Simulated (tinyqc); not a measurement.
Two-band k.p model of the Delta valleys near the X point under shear strain: sweeps and comparisons. A value that a table varies takes the place of the one given here.

Valley pair on the [001] axis, kz counted from the X point, c = hbar^2/2m0, k0 = kx0 2 pi/a. H = (c kz^2/ml + c (kx^2 + ky^2)/mt + c k0^2/ml) 1 + (2 c k0 kz/ml) sigma_z + (D exy - 2 c kx ky/Mp) sigma_x, so E = c kz^2/ml + c (kx^2 + ky^2)/mt + c k0^2/ml -/+ sqrt((2 c k0 kz/ml)^2 + (D exy - 2 c kx ky/Mp)^2). Without strain the lower band has its minima, E = 0, at kz = +/- k0. Shifts from diagonal strain are left out.

For |eta| < 1: k_min = k0 sqrt(1 - eta^2), E_min = -Delta eta^2/2, ml(eta) = ml/(1 - eta^2), 1/m[110] = 1/mt + eta/Mp, 1/m[1-10] = 1/mt - eta/Mp. For |eta| > 1 the minimum sits at X: E_min = -Delta (2 |eta| - 1)/2, ml(eta) = ml/(1 - 1/|eta|), and eta is replaced by its sign in the transverse masses. Here Delta = 2 c k0^2/ml and eta = D exy/Delta.

s11 = (C11 + C12)/((C11 - C12)(C11 + 2 C12)), s12 = -C12/((C11 - C12)(C11 + 2 C12)), s44 = 1/C44; exx = s11 sxx + s12 (syy + szz) and cyclic, exy = s44 sxy/2; tension is positive. A uniaxial stress X along the unit vector n is s_ij = X n_i n_j.

Constants: hbar^2/2m0 = 3.80998211 eV angstrom^2; kB = 8.617333262e-05 eV/K.

Parameters, chosen for this exercise (near those of Si; not measured data):
- a = 5.422 angstrom (lattice constant)
- ml = 0.901 m0 (longitudinal mass)
- mt = 0.191 m0 (transverse mass)
- kx0 = 0.152 2 pi/a (distance of the minimum from X)
- D = 13.6 eV (shear deformation potential)
- Mp = 0.24 m0 (coupling mass)
- C11 = 167 GPa
- C12 = 63 GPa
- C44 = 79.1 GPa
- Xu = 8.97 eV (uniaxial potential)
- T = 350 K (temperature)
- exy = 0.022 (shear strain)

## Sweep of the shear strain

Delta = 2 c k0^2/ml, eta = D exy/Delta.

The minimum:
```
exy,eta,k_min/k0,E_min (meV),ml(eta),m[110],m[1-10],density-of-states mass
0.0000,0.000,1.000,0.0,0.901,0.1910,0.1910,0.320
0.0019,0.098,0.995,-1.3,0.910,0.1771,0.2072,0.322
0.0048,0.249,0.969,-8.1,0.960,0.1594,0.2382,0.332
0.0096,0.498,0.867,-32.5,1.197,0.1368,0.3162,0.373
0.0145,0.752,0.660,-74.1,2.070,0.1195,0.4752,0.490
0.0174,0.902,0.432,-106.7,4.827,0.1112,0.6766,0.713
0.0232,1.202,0.000,-184.3,5.351,0.1064,0.9355,0.811
0.0309,1.602,0.000,-289.0,2.399,0.1064,0.9355,0.620
```

The valleys reach X at eta = 1, that is exy = 0.0193. The shift is quadratic up to eta = 1 (-8.1 meV at eta = 0.25, -32.5 meV at 0.50) and linear beyond, while 1/m[110] rises linearly, taking m[110] from 0.191 to its floor 0.1064, a gain of 80 % in 1/m. ml(eta) diverges at eta = 1; the largest value listed is 5.35. A deformation-potential model with fixed masses misses all of this.

## Tension along [110]: repopulation and mass change

The z valleys move against the x and y valleys by Xu (ezz - exx) and, through the shear, by E_min. Share of the z valleys n = w/(w + 2 exp(dE/kT)), dE the total relative shift, w = sqrt(ml(eta) m[110] m[1-10]/(ml mt^2)). Along [110]: 1/m_c = n/m[110] + (1 - n)(1/ml + 1/mt)/2. Fixed masses means E_min = 0, w = 1, m[110] = mt. Gains are against 3/(1/ml + 2/mt) at a fixed scattering time.

Results:
```
X (GPa),Xu (ezz - exx) (meV),E_min (meV),m[110],m_c fixed masses,m_c with shear,gain fixed (%),gain with shear (%)
0.00,0.0,0.0,0.1910,0.2590,0.2590,0.0,0.0
0.25,-10.8,-0.2,0.1850,0.2480,0.2434,4.5,6.4
0.50,-21.6,-0.9,0.1793,0.2372,0.2268,9.2,14.2
1.00,-43.1,-3.5,0.1690,0.2189,0.1957,18.3,32.4
1.50,-64.7,-7.9,0.1598,0.2064,0.1722,25.5,50.5
2.00,-86.2,-14.1,0.1515,0.1991,0.1565,30.1,65.5
3.00,-129.4,-31.7,0.1373,0.1930,0.1379,34.2,87.9
```

At 1 GPa repopulation alone gives 18.3 % and the shear terms raise it to 32.4 %. From 2 to 3 GPa the fixed-mass gain grows by 4.1 points, towards its ceiling of 35.6 % when all electrons sit in the z valleys, whereas the gain with shear grows by 22.3 points because m[110] keeps falling.

## What each parameter does

Delta = 2 c k0^2/ml, eta = D exy/Delta. Each row changes one parameter from the base and keeps the others.

Results:
```
case,eta,E_min (meV),ml(eta) (m0),m[110] (m0),m[1-10] (m0)
base,1.1403,-168.00,7.3246,0.1064,0.9355
ml = 0.96407 m0,1.2201,-176.59,5.3446,0.1064,0.9355
mt = 0.20437 m0,1.1403,-168.00,7.3246,0.1104,1.3766
kx0 = 0.16264 2 pi/a,0.9960,-148.99,111.4899,0.1065,0.9210
D = 12.648 eV,1.0604,-147.06,15.8069,0.1064,0.9355
Mp = 0.2568 m0,1.1403,-168.00,7.3246,0.1095,0.7454
exy = 0.02354,1.2201,-188.95,4.9949,0.1064,0.9355
```

The largest shifts from the base row, up to three for each result and ties (the steps differ in size, so this ranks the rows, not the parameters). eta: kx0 -0.1443, ml +0.0798, exy +0.0798, D -0.0798; unchanged at the printed digits by mt and Mp. E_min (meV): exy -20.94, D +20.94, kx0 +19.01; unchanged at the printed digits by mt and Mp. ml(eta) (m0): kx0 +104.1653, D +8.4823, exy -2.3297; unchanged at the printed digits by mt and Mp. m[110] (m0): mt +0.0040, Mp +0.0032, kx0 +0.0002; unchanged at the printed digits by ml, D and exy. m[1-10] (m0): mt +0.4411, Mp -0.1901, kx0 -0.0145; unchanged at the printed digits by ml, D and exy.

Program tinyqc; command `OMP_NUM_THREADS=1 python tinyqc.py 1050961 1050962 out.jsonl`; about 0.01 s on one thread of a shared Intel(R) Xeon(R) Processor @ 2.30GHz.
